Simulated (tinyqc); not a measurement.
From results to parameters: diatomic chain. Computed by the program tinyqc.

Problem. A chain of two alternating masses has one spring constant k; at the zone edge omega^2 = 2k/M and 2k/m, and wavenumber = 521.4708 sqrt(omega^2) with omega^2 in eV/(angstrom^2 u). Find k, the heavier mass and the optical wavenumber at q = 0.

wavenumbers at the zone edge (cm^-1): 240.438185  749.085510
lighter mass = 12.600000 u

Solution. The upper value gives k = m omega^2/2, the ratio of the squares gives M/m, and at q = 0 omega^2 = 2k (1/m + 1/M), the sum of the two.

k = 13.0000 eV/angstrom^2
heavier mass = 122.300 u
optical wavenumber at q = 0 = 786.7272 cm^-1
